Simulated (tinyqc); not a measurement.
Electroplating on a thin resistive seed layer: kinetics, Wagner number and the terminal effect across a wafer. Inputs raised by 2 %, one at a time. Computed by tinyqc, a small Python program. Command: `OMP_NUM_THREADS=1 python tinyqc.py 3120694 3120695 out.jsonl terminal sens`. One thread of a shared host (Intel(R) Xeon(R) Processor @ 2.30GHz), about 0.07 s of CPU time with the checks.

Current enters the seed at the rim. The bath is treated as a local resistance per area (no lateral flow in the liquid), two electrons per ion, molar volume 7.11 cm^3/mol, Faraday constant F = e N_A, kinematic viscosity 0.01 cm^2/s, omega = 2 pi x rpm/60; k_B T/e is in volts.

Inputs (values chosen for the exercise, of the order of those for copper plating from an acid sulfate bath):

| quantity | value | unit |
|---|---|---|
| wafer radius R | 15 | cm |
| seed thickness t | 38 | nm |
| seed resistivity | 12 | microohm cm |
| bath conductivity kappa | 0.18 | S/cm |
| gap to the anode h | 4 | cm |
| extra resistance of a porous plate | 0 | ohm cm^2 |
| exchange current density i_0 | 0.22 | mA/cm^2 |
| cathodic transfer coefficient alpha | 0.4 | - |
| mean current density | 6.4 | mA/cm^2 |
| diffusivity of the metal ion | 6.1e-06 | cm^2/s |
| metal ion concentration | 0.73 | mol/L |
| rotation rate | 100 | rpm |
| temperature T | 298 | K |

Constants: e = 1.602176634e-19 C; N_A = 6.02214076e+23 1/mol; k_B = 8.617333262e-05 eV/K.

Method:
- Growth rate = i V_m/(2 F). Levich limit i_L = 0.62 x 2 F D^(2/3) omega^(1/2) nu^(-1/6) c. Tafel overpotential eta = (k_B T/(alpha e)) ln(i/i_0); kinetic resistance k_B T/(alpha e i); bath resistance h/kappa + plate; R_s = resistivity/t; Wagner number = kinetic resistance x kappa/R.
- Linearised: with R_t = kinetic + bath resistance the current density obeys (1/r)(r i')' = i R_s/R_t, so i = A I_0(r/l), l = sqrt(R_t/R_s); with x = R/l, edge/centre = I_0(x) and edge/mean = x I_0(x)/(2 I_1(x)).
- Voltage drop in the seed for a uniform current: i R_s R^2/4.

Runs:

| input moved | from | to | edge over centre, linear | length l (cm) | drop for uniform current (mV) | Wagner number |
|---|---|---|---|---|---|---|
| base run | - | - | 20.740 | 3.1959 | 1136.8 | 0.12037 |
| seed thickness t (nm) | 38 | 38.76 | 19.908 | 3.2277 | 1114.6 | 0.12037 |
| seed resistivity (microohm cm) | 12 | 12.24 | 21.616 | 3.1644 | 1159.6 | 0.12037 |
| bath conductivity kappa (S/cm) | 0.18 | 0.1836 | 21.337 | 3.1742 | 1136.8 | 0.12278 |
| gap to the anode h (cm) | 4 | 4.08 | 20.160 | 3.2178 | 1136.8 | 0.12037 |
| cathodic transfer coefficient alpha | 0.4 | 0.408 | 21.006 | 3.1861 | 1136.8 | 0.11801 |
| mean current density (mA/cm^2) | 6.4 | 6.528 | 21.006 | 3.1861 | 1159.6 | 0.11801 |
| exchange current density i_0 (mA/cm^2) | 0.22 | 0.2244 | 20.740 | 3.1959 | 1136.8 | 0.12037 |

Exponents ln(y'/y) / ln(x'/x):

| input | edge over centre, linear | length l | drop for uniform current | Wagner number |
|---|---|---|---|---|
| seed thickness t | -2.067 | 0.500 | -1 | 0 |
| seed resistivity | 2.090 | -0.500 | 1 | 0 |
| bath conductivity kappa | 1.433 | -0.343 | 0 | 1 |
| gap to the anode h | -1.431 | 0.346 | 0 | 0 |
| cathodic transfer coefficient alpha | 0.643 | -0.154 | 0 | -1 |
| mean current density | 0.643 | -0.154 | 1 | -1 |
| exchange current density i_0 | 0.000 | 0.000 | 0 | 0 |

Which inputs matter most for each result?

Among the inputs moved here: edge over centre, linear answers most in size to seed resistivity (exponent +2.090), and about equally to seed thickness t (-2.067); its exponent is below 0.0005 for exchange current density i_0. Length l answers most in size to seed thickness t (exponent +0.500), and about equally to seed resistivity (-0.500); its exponent is below 0.0005 for exchange current density i_0. Its exponent +0.500 in seed thickness t: l = sqrt(R_t/R_s). Drop for uniform current answers most in size to seed thickness t (exponent -1.000), and about equally to seed resistivity (+1.000), mean current density (+1.000); its exponent is below 0.0005 for bath conductivity kappa, gap to the anode h, cathodic transfer coefficient alpha, exchange current density i_0. Wagner number answers most in size to bath conductivity kappa (exponent +1.000), and about equally to cathodic transfer coefficient alpha (-1.000), mean current density (-1.000); its exponent is below 0.0005 for seed thickness t, seed resistivity, gap to the anode h, exchange current density i_0.
